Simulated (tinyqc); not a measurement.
Gaussian against the exact two-step profile: two-step dopant diffusion (predeposition and drive-in) with a constant diffusivity. Computed by tinyqc, a small Python program. Command: `OMP_NUM_THREADS=1 python tinyqc.py 3010744 3010745 out.jsonl dopdiff walk`. One thread of a shared host (Intel(R) Xeon(R) Processor @ 2.30GHz), about 0.05 s of CPU time with the checks.

Fick diffusion into a half space x > 0 whose background doping C_B is of the opposite type, so that a junction lies where C = C_B.

Inputs (values chosen for the exercise, modelled on arsenic in silicon):
```
quantity                        value    unit
prefactor D0                      7.6  cm^2/s
activation energy E              4.01      eV
surface concentration C_s     1.2e+19  1/cm^3
background doping C_B         2.4e+16  1/cm^3
predeposition temperature T1     1050       C
predeposition time t1              60     min
drive-in temperature T2          1050       C
drive-in time t2                  120     min
```

Furnace ramps of the drive-in: none.

Constants: k_B = 8.617333262e-05 eV/K.

Method:
- D = D0 exp(-E/(k_B T)).
- Temperatures in kelvin are T(C) + 273.15.
- Times in seconds are 60 times the minutes.
- (Dt)2 = D2 t2, t2 in seconds.
- C = C_s erfc(x/(2 sqrt(D1 t1))); dose Q = 2 C_s sqrt(D1 t1/pi); the junction solves erfc(z) = C_B/C_s with x_j = 2 z sqrt(D1 t1).
- With a sealed surface and a thin source, C = Q/sqrt(pi (Dt)2) exp(-x^2/(4 (Dt)2)); x_j = 2 sqrt((Dt)2 ln(C(0)/C_B)); gradient at the junction |dC/dx| = C_B x_j/(2 (Dt)2).
- Exact two-step profile: C = (2 C_s/pi) int_0^alpha exp(-beta (1 + u^2))/(1 + u^2) du with alpha = sqrt(D1 t1/(Dt)2), beta = x^2/(4 (D1 t1 + (Dt)2)).
- The integral takes 48 Gauss-Legendre points; solve C(x) = C_B.
- Gaussian: C = Q/sqrt(pi (Dt)2) exp(-x^2/(4 (Dt)2)).
- Depths are fractions of the Gaussian x_j.

surface concentration C(0) (Gaussian) = 5.40190e+18 1/cm^3

junction depth x_j = 0.251228 um

drive-in budget (Dt)2 = 2.91313e-11 cm^2

product D1 t1 = 1.45656e-11 cm^2

exact junction depth = 0.288355 um

Profiles:
```
x/x_j   x (um)  Gaussian (1/cm^3)  exact (1/cm^3)   ratio
0.0    0.00000         5.4019e+18      4.7019e+18  1.1489
0.2    0.05025         4.3496e+18      3.9838e+18  1.0918
0.4    0.10049         2.2708e+18      2.4291e+18  0.9348
0.6    0.15074         7.6861e+17      1.0734e+18  0.7160
0.8    0.20098         1.6868e+17      3.4730e+17  0.4857
1.0    0.25123         2.4000e+16      8.3193e+16  0.2885
1.2    0.30147         2.2140e+15      1.4902e+16  0.1486
```

What does the comparison show, and why?

With D1 t1/(Dt)2 = 0.50, the Gaussian is 15 % high at the surface and 71 % low at its own junction; the exact junction lies at 0.2884 um, 15 % deeper. The dose is the same, but the real source already has a width, which carries into the tail. Caution: the drive-in budget is under fifteen times D1 t1, so the source is not thin and the Gaussian junction is too shallow. Caution: C_s exceeds the intrinsic carrier density of silicon at the predeposition temperature (2e18 to 1e19 per cm^3), where real diffusivities rise with concentration and profiles turn box-like.
